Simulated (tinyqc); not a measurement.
Admittance spectroscopy and thermally stimulated current of one trap level in a depletion layer: one step, computed by the program tinyqc. Command: `OMP_NUM_THREADS=1 python tinyqc.py 3112705 3112706 out.jsonl admit walk`. One thread of a shared host (Intel(R) Xeon(R) Processor @ 2.30GHz), about 0.01 s of CPU time with the checks.

A Schottky junction on n-type material holds one donor-like electron trap; shallow donors are fully ionised and abrupt depletion edges are assumed.

Question. Temperature of the peak. N_c = 2 (2 pi m k_B T/h^2)^(3/2), v_th = sqrt(3 k_B T/m), emission rate e_n = sigma v_th N_c exp(-E_t/(k_B T)). Where the level crosses the Fermi level capture equals emission, so the trap follows the signal with the rate 2 e_n; G/omega peaks at omega = 2 e_n (the correction for large N_t/N is left out). Solve 2 e_n(T_p) = 2 pi f.

Inputs (values chosen for the exercise, modelled on n-type 4H-SiC):
```
quantity,value,unit
density-of-states mass m,0.783,m_0
shallow doping N,1.9e+15,1/cm^3
trap depth E_t below the band,0.58,eV
capture cross section sigma,6.2e-16,cm^2
test frequency f,700000,Hz
```

Constants: k_B = 1.380649e-23 J/K; m_0 = 9.1093837015e-31 kg; h = 6.62607015e-34 J s; k_B = 8.617333262e-05 eV/K.

Give: peak temperature T_p; N_c at T_p; e_n at T_p; E_c - E_F = k_B T_p ln(N_c/N).

Answer.

peak temperature T_p = 548.0 K

N_c at T_p = 4.292e+19 1/cm^3

e_n at T_p = 2.199e+06 1/s

E_c - E_F = k_B T_p ln(N_c/N) = 0.4734 eV
